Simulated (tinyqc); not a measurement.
Temperature and isotope dependence of a band gap in oscillator models: one step. Isotope effect. Five cases, with inputs chosen for the exercise.

Question. With M -> M + dM the oscillator temperatures scale as M^(-1/2) and the slopes stay. Give th, ZP, E0 (static gap fixed) and E(T) for the new mass, and the linear rule dE0 = ZP dM/(2 M).

E(T) = E0 - sum_i sl_i th_i n_i(T), n = 1/(exp(th/T) - 1). The same coupling lowers the gap at 0 K by the zero-point term ZP = sum_i sl_i th_i/2, so the gap of the static lattice is E0 + ZP. Thermal expansion is taken as part of the slopes.

Case 1.

Values chosen (near those of InAs; not measured data): E0 = 0.413 eV (gap at 0 K); th = (58, 188) K (temperatures of two oscillators); sl = (0.0449, 0.2191) meV/K (their high-temperature slopes); T = 500 K (temperature); M = 94.87 u (mean atomic mass); dM = -6.14 u (change of the mean mass (not bounded by the natural isotopes)).

Case 2.

Values chosen (near those of diamond; not measured data): E0 = 5.453 eV (gap at 0 K); th = (454, 1556) K (temperatures of two oscillators); sl = (0.1737, 0.4253) meV/K (their high-temperature slopes); T = 400 K (temperature); M = 12.02 u (mean atomic mass); dM = 0.89 u (change of the mean mass (not bounded by the natural isotopes)).

Case 3.

Values chosen (near those of GaAs; not measured data): E0 = 1.511 eV (gap at 0 K); th = (114, 297) K (temperatures of two oscillators); sl = (0.083, 0.405) meV/K (their high-temperature slopes); T = 200 K (temperature); M = 72.42 u (mean atomic mass); dM = 1.55 u (change of the mean mass (not bounded by the natural isotopes)).

Case 4.

Values chosen (near those of diamond; not measured data): E0 = 5.509 eV (gap at 0 K); th = (466, 1673) K (temperatures of two oscillators); sl = (0.1438, 0.4552) meV/K (their high-temperature slopes); T = 300 K (temperature); M = 12.01 u (mean atomic mass); dM = 0.65 u (change of the mean mass (not bounded by the natural isotopes)).

Case 5.

Values chosen (near those of Si; not measured data): E0 = 1.165 eV (gap at 0 K); th = (171, 548) K (temperatures of two oscillators); sl = (0.0578, 0.2462) meV/K (their high-temperature slopes); T = 400 K (temperature); M = 28.06 u (mean atomic mass); dM = 0.63 u (change of the mean mass (not bounded by the natural isotopes)).

Give: th; ZP; shift of E0; linear rule; shift of E(T).

Answer.

Case 1.

th (K): 59.97  194.40

ZP = 22.642 meV
shift of E0 = -0.745 meV
linear rule = -0.709 meV
shift of E(T) = -0.091 meV

The lighter crystal has the narrower gap. At 500 K 12 % of the shift at 0 K is left; it fades at high T, where the motion is classical and the mean-square amplitude no longer depends on mass.

Case 2.

th (K): 438.07  1501.41

ZP = 357.321 meV
shift of E0 = 12.992 meV
linear rule = 13.710 meV
shift of E(T) = 10.592 meV

The heavier crystal has the wider gap. At 400 K 82 % of the shift at 0 K is left; it fades at high T, where the motion is classical and the mean-square amplitude no longer depends on mass.

Case 3.

th (K): 112.80  293.87

ZP = 64.190 meV
shift of E0 = 0.683 meV
linear rule = 0.694 meV
shift of E(T) = 0.300 meV

The heavier crystal has the wider gap. At 200 K 44 % of the shift at 0 K is left; it fades at high T, where the motion is classical and the mean-square amplitude no longer depends on mass.

Case 4.

th (K): 453.88  1629.49

ZP = 403.505 meV
shift of E0 = 10.775 meV
linear rule = 11.211 meV
shift of E(T) = 9.950 meV

The heavier crystal has the wider gap. At 300 K 92 % of the shift at 0 K is left; it fades at high T, where the motion is classical and the mean-square amplitude no longer depends on mass.

Case 5.

th (K): 169.11  541.95

ZP = 71.601 meV
shift of E0 = 0.799 meV
linear rule = 0.813 meV
shift of E(T) = 0.326 meV

The heavier crystal has the wider gap. At 400 K 41 % of the shift at 0 K is left; it fades at high T, where the motion is classical and the mean-square amplitude no longer depends on mass.

Computed by tinyqc, one run a case: `OMP_NUM_THREADS=1 python tinyqc.py N N+1 out.jsonl` with N = 1880529, 1880909, 1881126, 1881155, 1881174; one thread of a shared Intel(R) Xeon(R) Processor @ 2.30GHz, about 0.01 s a run at most.
